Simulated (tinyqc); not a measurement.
# Changing the exponent n of the profile

Model: thermal and gravitational stress in a wafer during furnace and rapid thermal processing, and the onset of slip. Computed by tinyqc, a small Python program. Command: `OMP_NUM_THREADS=1 python tinyqc.py 3009720 3009721 out.jsonl slip sweep`. One thread of a shared host (Intel(R) Xeon(R) Processor @ 2.30GHz), about 0.01 s of CPU time with the checks.

A thin free disc in plane stress, isotropic; T(r) = T_centre + dT (r/R)^n. Stress is positive in tension; sigma_SB = 5.670374419e-8 W/(m^2 K^4), g = 9.80665 m/s^2.

Inputs (values chosen for the exercise, for a model wafer): Young's modulus E = 153 GPa; expansion alpha = 4.49 1e-6/K; edge less centre temperature dT = 16 K; temperature T = 1350 K; prefactor A of the critical stress = 0.00057 MPa; energy U of the critical stress = 1.02 eV.

Temperature profile: edge zone, power law.

Constants: k_B = 8.617333262e-05 eV/K.

Method. With x = r/R: s_rr = alpha E dT (1 - x^n)/(n + 2), s_tt = alpha E dT [1 - (n + 1) x^n]/(n + 2). Critical resolved stress tau_c = A exp(U/(k_B T)), a form chosen for the exercise; slip when 0.492799 |s_tt(R)| > tau_c; allowed |dT| = tau_c (n + 2)/(0.492799 n alpha E).

One run for each value:
```
exponent n of the profile  hoop stress at the edge (MPa)  allowed |dT| (K)  r/R where s_tt = 0
2                                                 -5.496            21.634             0.57735
4                                                 -7.328            16.225             0.66874
6                                                 -8.244            14.422             0.72302
10                                                -9.160            12.980             0.78679
16                                                -9.770            12.169             0.83772
30                                               -10.305            11.538             0.89184
```

Give the missing row, exponent n of the profile = 3.

Computed row:
```
exponent n of the profile  hoop stress at the edge (MPa)  allowed |dT| (K)  r/R where s_tt = 0
3                                                 -6.595            18.028             0.62996
```

Interpolating between the two neighbouring rows (the first column on a logarithmic scale, the others too where they are positive) misses most in allowed |dT| (K), by 1.4 %. Over the rows, hoop stress at the edge (MPa) falls from -5.50 to -10.3 (exponent d ln y / d ln x 0.45 between the first rows and 0.085 between the last); allowed |dT| (K) falls from 21.6 to 11.5 (exponent d ln y / d ln x -0.45 between the first rows and -0.085 between the last); r/R where s_tt = 0 rises from 0.577 to 0.892 (exponent d ln y / d ln x 0.22 between the first rows and 0.100 between the last). The edge stress is alpha E dT n/(n + 2): half of alpha E dT for a parabola, all of it for a narrow rim, which the rest of the wafer holds fully.
